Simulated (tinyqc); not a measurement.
Subthreshold parameters from three currents.

Problem. Far below threshold and for Vds well above Vt the virtual-source current tends to I = Cinv n Vt vx0 exp((Vgs - VT0 + dl Vds + al Vt)/(n Vt)) per width, with constant n; the three currents follow this limit. Find n, dl and VT0.

Inputs (values chosen for the exercise):
```
symbol   value     unit                                                         meaning
T          300        K                                                     temperature
Cinv      3.05  uF/cm^2                                           inversion capacitance
vx0     3.65e7     cm/s                                  velocity at the virtual source
al         3.5           threshold shift (in units of Vt) from weak to strong inversion
```

Constants: q = 1.602176634e-19 C, kB = 1.380649e-23 J/K, Vt = kB T/q. Results are converted to the units shown.

I at (Vgs, Vds) = (-0.2, 0.3), (-0.12, 0.3) and (-0.2, 0.9) V (nA/um): [0.38224190, 3.2781630, 1.2598403]

Solution. The first two currents differ in Vgs alone and give n; the first and third differ in Vds alone and give dl; the size of the first then gives VT0.

n = 1.44
dl = 0.0740 V/V
VT0 = 0.430 V

Computed by the program tinyqc: `OMP_NUM_THREADS=1 python tinyqc.py 2380135 2380136 out.jsonl`, one thread of a shared Intel Xeon 2.30GHz, about 0.02 s for the whole run.
